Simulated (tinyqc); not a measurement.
Worked calculation: thin-film optics by transfer matrices. Values are carried at full precision from step to step, so a last printed digit may differ when a step is redone from the rounded ones.

Indices N = n + i k. Snell: N0 sin(theta) = N_j sin(theta_j), with Im(N_j cos theta_j) >= 0. Admittance y_j = N_j cos theta_j for s and N_j/cos theta_j for p. Phase delta_j = 2 pi N_j cos theta_j d_j/lambda. Layer matrix [[cos delta, -i sin delta/y], [-i y sin delta, cos delta]], multiplied from the top down to M. (B, C) = M (1, y_sub); r = (y0 B - C)/(y0 B + C), R = |r|^2, T = 4 Re y0 Re y_sub/|y0 B + C|^2, absorbed in the films 1 - R - T.

Inputs chosen for the exercise (indices near those of resist on Al; shifted at random, so the results belong to these values and not to a real crystal):
```
symbol  value          unit     meaning
lam     248            nm       vacuum wavelength
n0      1                       ambient index
n       (1.774, 0.19)           n of resist, substrate
k       (0.012, 2.94)           k in the same order
d       (180)          nm       thicknesses, top first
theta   30             degrees  angle of incidence
pol     s                       polarisation
```

## Angles, admittances and phases

Form cos theta_j, y_j and delta_j.

cos theta_j: ambient 0.8660, film 1 0.9595+0.0006i, substrate 1.0142+0.0018i

y_j: ambient 0.8660, film 1 1.7021+0.0125i, substrate 0.1873+2.9820i

delta_j (rad): film 1 7.7621+0.0570i

## Layer matrices and their product

Form each matrix and multiply from the top down.

M:
```
                1                2
1  0.0919-0.0568i  -0.0012-0.5860i
2  0.0214-1.6976i   0.0919-0.0568i
```

Each matrix has determinant 1, and so has M.

## Reflection and transmission

Close the stack on the substrate.

B, C: 1.8391-0.1703i  0.2081-1.4343i

r = 0.0797+0.7846i
R = 0.6220
T into the substrate = 0.1130
absorbed in the films = 0.2650

The bare substrate would reflect 0.9351.

## Ellipsometric angles

Ellipsometry: rho = tan(Psi) exp(i Delta) = -conj(r_p/r_s) with the r of the admittance formula, Delta in 0 to 360 degrees, so that a bare dielectric at small angles gives Delta = 180.

Repeat the steps for both polarisations.

r_s = 0.0797+0.7846i
r_p = 0.1472+0.7863i
Psi = 45.41 degrees
Delta = 184.81 degrees

## Checks

- R against the recursion of Airy sums from the substrate up: both 0.62201.

tinyqc: `OMP_NUM_THREADS=1 python tinyqc.py 1682557 1682558 out.jsonl`; about 0.01 s, one thread, shared Intel(R) Xeon(R) Processor @ 2.30GHz.
